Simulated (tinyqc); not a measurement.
Ellipsometry and reflectance of a transparent film on an absorbing substrate: one step of the calculation.

Air (index 1), film, substrate with N2 = n2 - i k2; time factor exp(+i w t). q_j = sqrt(N_j^2 - sin^2 th), root with positive real part. Fresnel coefficients r_s = (q_a - q_b)/(q_a + q_b), r_p = (N_b^2 q_a - N_a^2 q_b)/(N_b^2 q_a + N_a^2 q_b). tan(Psi) exp(i Delta) = R_p/R_s, Delta taken from 0 to 360 degrees.

Problem. Interface coefficients and thickness period. q0, q1, q2 and the coefficients r01 and r12 for p and s; the results repeat in d with the period lam/(2 q1).

Inputs (values chosen for the exercise); indices close to those of a porous low-k film on silicon:

| symbol | value | unit | meaning |
|---|---|---|---|
| lam | 405 | nm | wavelength |
| th | 70 | degrees | angle of incidence |
| n1 | 1.289 |  | index of the transparent film |
| n2 | 5.42 |  | index of the substrate |
| k2 | 0.329 |  | extinction coefficient of the substrate |

Find: q0; q1; q2; r01,p; r01,s; r12,p; r12,s; period.

Solution.

q0 = 0.3420
q1 = 0.8823
q2 = 5.338-0.334i
r01,p = -0.2165
r01,s = -0.4413
r12,p = 0.4911-0.0223i
r12,s = -0.7171+0.0152i
period = 229.5 nm

Computed by the program tinyqc: `OMP_NUM_THREADS=1 python tinyqc.py 2870211 2870212 out.jsonl`, one thread of a shared Intel Xeon 2.30GHz, about 0.01 s for the whole run.
